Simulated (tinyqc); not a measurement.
Inputs raised by 2 %, one at a time: thermal stress, cracking, delamination and buckling of a thin film; Griffith cracks and misfitting inclusions. Computed by tinyqc, a small Python program. Command: `OMP_NUM_THREADS=1 python tinyqc.py 3018289 3018290 out.jsonl filmcrack sens`. One thread of a shared host (Intel(R) Xeon(R) Processor @ 2.30GHz), about 0.04 s of CPU time with the checks.

Isotropic linear elasticity; the substrate is much thicker than the film; stress is positive in tension.

Inputs (values chosen for the exercise, modelled on a silicon nitride film on silicon):

| quantity | value | unit |
|---|---|---|
| film Young's modulus E | 238 | GPa |
| film Poisson ratio nu | 0.25 | - |
| film expansion alpha_f | 3.08 | 1e-6/K |
| substrate expansion alpha_s | 3.3 | 1e-6/K |
| deposition temperature T_d | 1225 | K |
| final temperature T | 300 | K |
| intrinsic stress | 650 | MPa |
| film thickness h | 0.53 | micrometre |
| film toughness Gamma_f | 10.8 | J/m^2 |
| interface toughness Gamma_i | 10 | J/m^2 |
| substrate Young's modulus E_s | 159 | GPa |
| substrate Poisson ratio nu_s | 0.21 | - |
| flaw half length a | 7 | micrometre |
| substrate surface energy gamma_s | 1.6 | J/m^2 |
| inclusion radius R | 0.23 | micrometre |

Inclusion: sphere.

Method:
- Thermal strain = (alpha_f - alpha_s)(T_d - T); stress = E/(1 - nu) x strain + intrinsic stress; plane-strain modulus Ebar = E/(1 - nu^2); G0 = stress^2 h/(2 Ebar) is the energy freed per area when a long strip loses its stress across its width.
- Dundurs alpha = (Ebar - Ebar_s)/(Ebar + Ebar_s), with Ebar_s = E_s/(1 - nu_s^2). The channel-crack factor is taken as g = 1.258 (1 - alpha)^(-0.7), a rough interpolation chosen for the exercise (1.258 is the value for matched materials).
- Channel crack through the film: G = pi g G0, critical thickness where G = Gamma_f. Steady delamination from an edge: G = G0, critical thickness where G = Gamma_i.
- Through crack of length 2a in plane strain: K_Ic = sqrt(2 gamma_s E_s/(1 - nu_s^2)); fracture stress = K_Ic/sqrt(pi a). An edge crack of depth a has K larger by 1.1215.
- Film material fills a sphere of radius R in the substrate, with the misfit e = thermal strain (it wants to shrink if e > 0). Radial stress at the wall s0 = e/[(1 - 2 nu)/E + (1 + nu_s)/(2 E_s)]; inside it is uniform and hydrostatic; outside s_rr = s0 (R/r)^3, s_tt = -s_rr/2. Keep-out radius: where |s_rr| falls to 10 MPa (R if it is lower at the wall).

Runs:

| input moved | from | to | critical thickness for channelling (micrometre) | critical thickness for delamination (micrometre) | fracture stress, inner crack (MPa) | radial stress at the wall s0 (MPa) |
|---|---|---|---|---|---|---|
| base run | - | - | 3.4378 | 14.815 | 155.58 | -34.457 |
| deposition temperature T_d (K) | 1225 | 1249.5 | 3.4580 | 14.902 | 155.58 | -35.370 |
| intrinsic stress (MPa) | 650 | 663 | 3.2900 | 14.178 | 155.58 | -34.457 |
| film toughness Gamma_f (J/m^2) | 10.8 | 11.016 | 3.5065 | 14.815 | 155.58 | -34.457 |
| substrate Young's modulus E_s (GPa) | 159 | 162.18 | 3.4666 | 14.815 | 157.12 | -34.898 |
| flaw half length a (micrometre) | 7 | 7.14 | 3.4378 | 14.815 | 154.04 | -34.457 |
| substrate surface energy gamma_s (J/m^2) | 1.6 | 1.632 | 3.4378 | 14.815 | 157.12 | -34.457 |
| inclusion radius R (micrometre) | 0.23 | 0.2346 | 3.4378 | 14.815 | 155.58 | -34.457 |

Exponents ln(y'/y) / ln(x'/x):

| input | critical thickness for channelling | critical thickness for delamination | fracture stress, inner crack | radial stress at the wall s0 |
|---|---|---|---|---|
| deposition temperature T_d | 0.296 | 0.296 | 0.0 | 1.320 |
| intrinsic stress | -2.218 | -2.218 | 0.0 | 0.000 |
| film toughness Gamma_f | 1.000 | 0.000 | 0.0 | 0.000 |
| substrate Young's modulus E_s | 0.421 | 0.000 | 0.5 | 0.642 |
| flaw half length a | 0.000 | 0.000 | -0.5 | 0.000 |
| substrate surface energy gamma_s | 0.000 | 0.000 | 0.5 | 0.000 |
| inclusion radius R | 0.000 | 0.000 | 0.0 | 0.000 |

Which inputs matter most for each result?

Among the inputs moved here: critical thickness for channelling answers most in size to intrinsic stress (exponent -2.218), next to film toughness Gamma_f (+1.000); its exponent is below 0.0005 for flaw half length a, substrate surface energy gamma_s, inclusion radius R. Its exponent +1.000 in film toughness Gamma_f: G is linear in h. Critical thickness for delamination answers most in size to intrinsic stress (exponent -2.218), next to deposition temperature T_d (+0.296); its exponent is below 0.0005 for film toughness Gamma_f, substrate Young's modulus E_s, flaw half length a, substrate surface energy gamma_s, inclusion radius R. fracture stress, inner crack answers most in size to substrate Young's modulus E_s (exponent +0.500), and about equally to flaw half length a (-0.500), substrate surface energy gamma_s (+0.500); its exponent is below 0.0005 for deposition temperature T_d, intrinsic stress, film toughness Gamma_f, inclusion radius R. Its exponent -0.500 in flaw half length a: Griffith's law. Its exponent +0.500 in substrate surface energy gamma_s: Griffith's law. Radial stress at the wall s0 answers most in size to deposition temperature T_d (exponent +1.320), next to substrate Young's modulus E_s (+0.642); its exponent is below 0.0005 for intrinsic stress, film toughness Gamma_f, flaw half length a, substrate surface energy gamma_s, inclusion radius R.
